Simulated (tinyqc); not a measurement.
Van der Pauw, Hall and four-point-probe measurements on a doped layer: two steps of the calculation.

A uniform p-type layer with sheet resistance Rs = 1/(q ns mu), point contacts, low field (mu B small).

Parameters, values chosen for the exercise: sheet density of the layer ns = 3.2e13 cm^-2; drift mobility mu = 23 cm^2/(V s); Hall factor rH = 1; magnetic field B = 0.5 T; current I = 100 uA; side ratio a/b of a rectangular sample with corner contacts ar = 1.71.

Constants: q = 1.602176634e-19 C. Results are converted to the units shown.

Problem 1. Resistances and Hall voltage. Rs = 1/(q ns mu). For a rectangle with contacts at the corners, RA = (8 Rs/pi) sum_(k>=0) ln coth((2k + 1) pi a/(2 b)) with current along a short side b and voltage along the opposite one, RB the same with a and b exchanged; Hall voltage VH = rH B I/(q ns), negative for electrons.

Give: Rs; RA; RB; VH.

Solution 1.

Rs = 8480.3 ohm/square
RA = 200.59 ohm
RB = 7116.7 ohm
VH = 0.97524 mV

RB/RA = 35.5; for a square both equal Rs ln 2/pi = 1870 ohm.

Problem 2. New z. The van der Pauw equation exp(-pi RA z) + exp(-pi RB z) = 1 is solved for z = 1/Rs: e1 = exp(-pi RA z), e2 = exp(-pi RB z), f = e1 + e2 - 1, f' = -pi (RA e1 + RB e2), z(new) = z - f/f'.

z at the start = 0.060305315 mS
RA = 200.59072 ohm
RB = 7116.6947 ohm

Find: e1; e2; f; f'; z after iteration 1.

Solution 2.

e1 = 0.96271
e2 = 0.25968
f = 0.22239
f' = -6.4126 kohm
z after iteration 1 = 0.094986 mS

Numbers from tinyqc (`OMP_NUM_THREADS=1 python tinyqc.py 2850122 2850123 out.jsonl`; about 0.04 s on one thread of a shared Intel Xeon 2.30GHz).
